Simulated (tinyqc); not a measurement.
Electrons shared among three sets of ellipsoidal valleys: sweeps and comparisons. A value that a table varies takes the place of the one given here.

F_j(eta) = (1/Gamma(j + 1)) integral_0^infinity x^j dx/(1 + exp(x - eta)), which tends to exp(eta) for eta << 0.

Sets Gamma, L, X: N_i = M_i times N = 2 (m kB T/(4 pi c))^(3/2) with c = hbar^2/2m0, in 1/angstrom^3; times 1e24 for 1/cm^3, m = (ml mt^2)^(1/3); n = sum_i N_i F_1/2((EF - dE_i)/kT), energies from the edge of the first set; mu_drift = sum of share times mobility.

Constants: hbar^2/2m0 = 3.80998211 eV angstrom^2; kB = 8.617333262e-05 eV/K.

Values chosen for the exercise (masses and offsets near those of GaAs; mobilities are free inputs, held fixed; not measured data): dE = (0, 0.356, 0.526) eV (edges of Gamma, L, X above the first); M = (1, 4, 3) (valleys in each set); ml = (0.065, 1.917, 1.335) m0 (longitudinal masses of Gamma, L, X); mt = (0.065, 0.0756, 0.2232) m0 (transverse masses); mu = (6700, 860, 260) cm^2/(V s) (mobility of each set); n = 7.5e+19 1/cm^3 (total electron density); T = 300 K.

## Transfer between valleys with temperature

Offsets, masses and mobilities are held fixed; n is fixed too, so the high values of T stand for hot electrons, not for the lattice.

Populations:
```
T (K)  EF (eV)  share Gamma  share L  share X  mu_drift
77      0.4470       0.2999   0.7001   0.0000      2612
150     0.4459       0.2991   0.7008   0.0002      2606
300     0.4401       0.2943   0.6965   0.0092      2573
450     0.4285       0.2843   0.6783   0.0374      2498
600     0.4113       0.2700   0.6532   0.0768      2391
900     0.3643       0.2336   0.6060   0.1604      2128
1200    0.3048       0.1947   0.5710   0.2342      1857
2000    0.1027       0.1142   0.5146   0.3712      1304
```

What can be read from the table?

The share of Gamma goes from 0.300 to 0.114 and the mean mobility from 2612 to 1304 cm^2/(V s). L holds more than Gamma throughout. Where EF lies more than about 0.2 eV up a light valley, its parabolic form fails. The share of X is at most 0.37.

## Transfer between valleys with doping

Parabolic valleys; band tails and gap narrowing are left out.

Populations:
```
n (1/cm^3)  EF (eV)  share Gamma  share L  share X  mu_drift
1.0e+16     -0.0962       1.0000   0.0000   0.0000      6700
1.0e+17     -0.0347       1.0000   0.0000   0.0000      6700
1.0e+18      0.0440       0.9999   0.0001   0.0000      6700
3.0e+18      0.1115       0.9997   0.0003   0.0000      6698
1.0e+19      0.2546       0.9793   0.0207   0.0001      6579
3.0e+19      0.3720       0.5726   0.4258   0.0017      4203
1.0e+20      0.4658       0.2401   0.7416   0.0183      2251
```

How do the results move?

The share of Gamma goes from 1.000 to 0.240 and the mean mobility from 6700 to 2251 cm^2/(V s). Gamma and L hold equal numbers between n = 3e+19 and 1e+20 1/cm^3. Where EF lies more than about 0.2 eV up a light valley, its parabolic form fails. The share of X is at most 0.018.

## Moving the second set by strain or alloying

The second entry of dE is replaced by the values listed; a negative value puts that set lowest.

Populations:
```
offset (eV)  EF (eV)  share Gamma  share L  share X  mu_drift
-0.100        0.0102       0.0057   0.9943   0.0000       894
-0.050        0.0592       0.0181   0.9819   0.0000       966
0.000         0.1076       0.0381   0.9619   0.0000      1082
0.025         0.1316       0.0503   0.9497   0.0000      1154
0.050         0.1554       0.0637   0.9363   0.0000      1232
0.100         0.2029       0.0936   0.9064   0.0000      1407
0.150         0.2501       0.1271   0.8728   0.0000      1603
0.200         0.2969       0.1638   0.8361   0.0000      1817
0.300         0.3895       0.2452   0.7535   0.0013      2291
```

How do the results move?

The share of Gamma goes from 0.006 to 0.245 and the mean mobility from 894 to 2291 cm^2/(V s). L holds more than Gamma throughout. Where EF lies more than about 0.2 eV up a light valley, its parabolic form fails. The share of X is at most 0.0013. With Boltzmann statistics the first two sets are equal at kT ln(N_2/N_1) = 0.0835 eV; the crossing, if any, lies elsewhere because the electrons are degenerate and fill the set with fewer states high above its edge.

## What moves the populations

All else solved anew. Each row changes one parameter from the base and keeps the others.

Results:
```
case                              EF (eV)  share Gamma  share L  share X  mu_drift (cm^2/(V s))
base                               0.4401       0.2943   0.6965   0.0092                   2573
T = 350 K                          0.4369       0.2915   0.6918   0.0167                   2552
n = 2.25e+20 1/cm^3                0.5495       0.1366   0.7354   0.1280                   1581
dE = (0, 0.2848, 0.526) eV         0.3755       0.2323   0.7670   0.0008                   2216
mt = (0.065, 0.0907, 0.2232) m0    0.4298       0.2840   0.7098   0.0062                   2515
ml = (0.065, 2.3004, 1.335) m0     0.4349       0.2890   0.7034   0.0076                   2543
mu = (8040, 860, 260) cm^2/(V s)   0.4401       0.2943   0.6965   0.0092                   2967
```

What does this show?

The largest shifts from the base row, up to three for each result and ties (the steps differ in size, so this ranks the rows, not the parameters). EF (eV): n +0.1093, dE -0.0647, mt -0.0103; unchanged at the printed digits by mu. share Gamma: n -0.1577, dE -0.0620, mt -0.0102; unchanged at the printed digits by mu. share L: dE +0.0705, n +0.0389, mt +0.0133; unchanged at the printed digits by mu. share X: n +0.1188, dE -0.0085, T +0.0075; unchanged at the printed digits by mu. mu_drift (cm^2/(V s)): n -992, mu +394, dE -357.

tinyqc: `OMP_NUM_THREADS=1 python tinyqc.py 1681398 1681399 out.jsonl`; about 0.01 s, one thread, shared Intel(R) Xeon(R) Processor @ 2.30GHz.
